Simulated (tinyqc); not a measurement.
Chemical vapour deposition: Grove model, boundary layer, depletion and step coverage: one step, computed by the program tinyqc.

A precursor diffuses to the surface and reacts there at first order; each molecule that reacts adds one formula unit of film.

Problem. Growth rate at the inlet. Fluxes in series: C_s = C_g/(1 + k_s/h_g); growth rate G = k_s h_g/(k_s + h_g) C_g/N; 1 cm/s = 6e8 nm/min.

Inputs (values chosen for the exercise, close to those used for silicon dioxide from an alkoxysilane): temperature T = 730 C; film density N = 2.2e+22 formula units/cm^3.

Reactor: horizontal, atmospheric.

surface rate constant k_s = 0.1241556 cm/s

mass-transfer coefficient h_g = 1.987659 cm/s

precursor density C_g = 1.170540e+17 1/cm^3

Give: ratio k_s/h_g; C_s/C_g; growth rate G at the inlet.

Solution.

ratio k_s/h_g = 0.062463

C_s/C_g = 0.94121

growth rate G at the inlet = 373.05 nm/min

The surface reaction limits the rate, so temperature must be uniform.
